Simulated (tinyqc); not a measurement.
Changing the base doping at the emitter edge N_0: minority-electron transport through the base of a bipolar transistor (Moll-Ross and Kroemer integrals). Computed by tinyqc, a small Python program. Command: `OMP_NUM_THREADS=1 python tinyqc.py 3008251 3008252 out.jsonl base sweep`. One thread of a shared host (Intel(R) Xeon(R) Processor @ 2.30GHz), about 0.01 s of CPU time with the checks.

Low injection, one dimension, x from the emitter edge (0) to the collector edge (W), s = x/W. Recombination is treated as a small correction (valid for tau_B well below tau_n), computed from the stored charge.

Inputs (values chosen for the exercise, modelled on silicon):

| quantity | value | unit |
|---|---|---|
| intrinsic density n_i at the emitter edge | 1.1e+10 | 1/cm^3 |
| base width W | 130 | nm |
| mu_min | 230 | cm^2/(V s) |
| mu_max | 1310 | cm^2/(V s) |
| N_ref | 2e+17 | 1/cm^3 |
| saturation velocity v_s | 0.82 | 1e7 cm/s |
| electron lifetime tau_n | 0.88 | ns |
| emitter Gummel number G_E | 6.4e+13 | s/cm^4 |
| base-emitter voltage V_BE | 0.78 | V |
| temperature T | 300 | K |
| gap narrowing across the base dE_g | 130 | meV |

Base doping profile: uniform. Gap grading: linear. Exit of the base: infinite sink.

Constants: k_B = 8.617333262e-05 eV/K; e = 1.602176634e-19 C.

Method:
- N(x) = N_0; n_i(x)^2 = n_i^2 exp(s dE_g/k_B T); D(x) = (k_B T/e) mu, mu = mu_min + (mu_max - mu_min)/(1 + (N/N_ref)^0.7).
- With y(x) = N n_i^2/(D n_i(x)^2): base Gummel number G_B = int_0^W y dx; J_C = e n_i^2 exp(e V_BE/k_B T)/G_B; n(x) = (J_C/e)(n_i(x)^2/(N n_i^2)) [int_x^W y dx]; transit time tau_B = (e/J_C) int n dx; trapezoid rule on 401 even points.
- Emitter-limited gain beta_E = G_E/G_B; recombination-limited gain beta_R = tau_n/tau_B; 1/beta = 1/beta_E + 1/beta_R; f_T from the base alone = 1/(2 pi tau_B).

One run for each value:

| base doping at the emitter edge N_0 (1/cm^3) | current gain beta | collector current density J_C (A/cm^2) | base transit time tau_B (ps) | beta_E | beta_R |
|---|---|---|---|---|---|
| 2.00e+17 | 5.1474e+02 | 9.5329e+03 | 1.3548 | 2.4802e+03 | 649.55 |
| 4.30e+17 | 3.3930e+02 | 3.6202e+03 | 1.6593 | 9.4188e+02 | 530.35 |
| 9.50e+17 | 1.8857e+02 | 1.3074e+03 | 2.0797 | 3.4015e+02 | 423.14 |
| 2.10e+18 | 9.1016e+01 | 4.7705e+02 | 2.5784 | 1.2411e+02 | 341.30 |
| 4.50e+18 | 4.1580e+01 | 1.8694e+02 | 3.0705 | 4.8636e+01 | 286.59 |
| 9.70e+18 | 1.8281e+01 | 7.5796e+01 | 3.5132 | 1.9720e+01 | 250.48 |
| 2.10e+19 | 7.9924e+00 | 3.1837e+01 | 3.8635 | 8.2831e+00 | 227.77 |
| 4.60e+19 | 3.4919e+00 | 1.3644e+01 | 4.1155 | 3.5499e+00 | 213.83 |
| 1.00e+20 | 1.5584e+00 | 6.0357e+00 | 4.2796 | 1.5703e+00 | 205.63 |

Over the rows, current gain beta falls from 515 to 1.56 (exponent d ln y / d ln x -0.54 between the first rows and -1.0 between the last); collector current density J_C (A/cm^2) falls from 9530 to 6.04 (exponent d ln y / d ln x -1.3 between the first rows and -1.1 between the last); base transit time tau_B (ps) rises from 1.35 to 4.28 (exponent d ln y / d ln x 0.26 between the first rows and 0.050 between the last). At the high end the exponent of collector current density J_C is -1.05, close to -1: J_C is inverse to the Gummel number. Gap narrowing by heavy doping and the fall of the lifetime with N are left out; both matter at the high end.

Caution (rows 2.00e17): the mean velocity exceeds v_s, so drift-diffusion with a low-field mobility overstates the speed.
